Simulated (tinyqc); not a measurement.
# True capacitance, leakage and series resistance from two frequencies

Problem. A capacitance C in parallel with G and in series with Rs is measured as Cp and D = Gp/(w Cp) at two frequencies. The series reading Cs = Cp (1 + D^2) equals C + G^2/(w^2 C), and Re Z = D/(w Cp (1 + D^2)) = Rs + G/(G^2 + w^2 C^2). Find C, G and Rs.

f (Hz): 1e6  5e6
Cp (pF): 4.42707990  4.42685759
D: 0.0449186075  0.0159275236

Answer. w^2 Cs = w^2 C + G^2/C is a straight line in w^2 with slope C; the intercept gives G, and the real part then gives Rs.

C = 4.43 pF
G = 1.21 uS
Rs = 52.0 ohm

Numbers from tinyqc (`OMP_NUM_THREADS=1 python tinyqc.py 2022094 2022095 out.jsonl`; about 0.01 s on one thread of a shared Intel Xeon 2.30GHz).
